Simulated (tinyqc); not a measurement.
Inside a calculation. Method: plane-wave Kohn-Sham cycle with exchange-only LDA in a layered model solid. One step of it, computed by the program tinyqc.

Problem. Iteration 2: levels at that k. Diagonalise the Hermitian matrix.

H (hartree), lower triangle:
```
           -2         -1         +0         +1        +2
-2   1.734013
-1  -0.218932   0.174610
+0  -0.111304  -0.218932  -0.250682
+1   0.000209  -0.111304  -0.218932   0.458138
+2   0.000262   0.000209  -0.111304  -0.218932  2.301069
```

Give: eigenvalues.

Solution.

eigenvalues (hartree): -0.4367  0.2498  0.5065  1.7679  2.3297
